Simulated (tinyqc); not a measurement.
Inside a calculation. Model: frequency dispersion of an accumulation capacitance by border traps, distributed model.

Program tinyqc, `OMP_NUM_THREADS=1 python tinyqc.py 2202140 2202141 out.jsonl`; Intel Xeon 2.30GHz, shared host, one thread, about 0.4 s. Printed values are rounded.

Traps spread evenly through the insulator exchange electrons with the semiconductor by tunnelling, with tau(x) = t0 exp(2 ka x) at depth x from the interface. The admittance per area Y seen at depth x obeys dY/dx = -Y^2/(i w eps0 eox) + q Nb ln(1 + i w tau)/tau, with Y(0) = i w Cs and w = 2 pi f; the gate sees Y(tox) = G + i w C. Working variable y = Y/(i w), in uF/cm^2. Cox = eps0 eox/tox.

Parameters, values chosen for the exercise; permittivity close to that of zirconium oxide:
```
symbol,value,unit,meaning
eox,22.8,,relative permittivity of the insulator
tox,5.3,nm,insulator thickness
Cs,1.1,uF/cm^2,semiconductor capacitance in accumulation
Nb,8e18,cm^-3 eV^-1,density of border traps
ka,5.7,1/nm,decay constant of the wave function in the insulator
t0,5e-11,s,time constant of a trap at the interface
f,1000,Hz,frequency
xe,1.8,nm,depth down to which the steps are taken
```

Constants: q = 1.602176634e-19 C, eps0 = 8.8541878128e-14 F/cm where lengths are in cm. Results are converted to the units shown.

## Scales and lumped estimate

Cox; trap-free value 1/(1/Cox + 1/Cs); response depth d = ln(1/(w t0))/(2 ka), where w tau = 1; lumped estimate: all traps within d act as C_bt = q Nb d placed at d/2, so C = 1/{1/[1/(1/Cs + d/(2 eps0 eox)) + C_bt] + (tox - d/2)/(eps0 eox)}.

Cox = 3.80897 uF/cm^2
trap-free C = 0.853513 uF/cm^2
d = 1.31345 nm
C_bt = 0.168351 uF/cm^2
lumped C = 0.958970 uF/cm^2

The traps within reach amount to 0.153 Cs and lie in the first 24.8 % of the insulator.

## Midpoint steps through the active depth

In terms of y: dy/dx = -y^2/(eps0 eox) + s(x), s = q Nb ln(1 + z)/z, z = i w tau. 9 midpoint steps of h = xe/9: y_half = y + (h/2) y'(x, y), y(new) = y + h y'(x + h/2, y_half).

```
point  x (nm)    s (uF/(cm^2 nm))       y (uF/cm^2)
0           0  0.128174+0.000000i  1.10000+0.00000i
1         0.2  0.128174+0.000000i  1.11350+0.00000i
2         0.4  0.128174-0.000002i  1.12670+0.00000i
3         0.6  0.128174-0.000019i  1.13961+0.00000i
4         0.8  0.128174-0.000184i  1.15224-0.00001i
5           1  0.128141-0.001798i  1.16458-0.00013i
6         1.2  0.125096-0.016952i  1.17657-0.00124i
7         1.4  0.058010-0.050258i  1.18391-0.00941i
8         1.6  0.007492-0.015970i  1.17449-0.01560i
9         1.8  0.000783-0.002773i  1.16146-0.01658i
```

## Capacitance and conductance at the gate

y at xe = 1.16146-0.01658i uF/cm^2

Beyond xe the traps are ignored, so 1/y(tox) = 1/y(xe) + (tox - xe)/(eps0 eox); C = Re y, G/w = -Im y, loss tangent G/(w C).

y at the gate = 0.966806-0.011489i uF/cm^2
C = 0.966806 uF/cm^2
G/w = 0.0114894 uF/cm^2
loss tangent = 0.0118839

A fine integration over the whole insulator gives C = 0.96672 and G/w = 0.01168 uF/cm^2; the coarse G/w is 1.7 % below that. The fine C is 13 % above the trap-free value, and the lumped estimate is 0.80 % below the fine result.
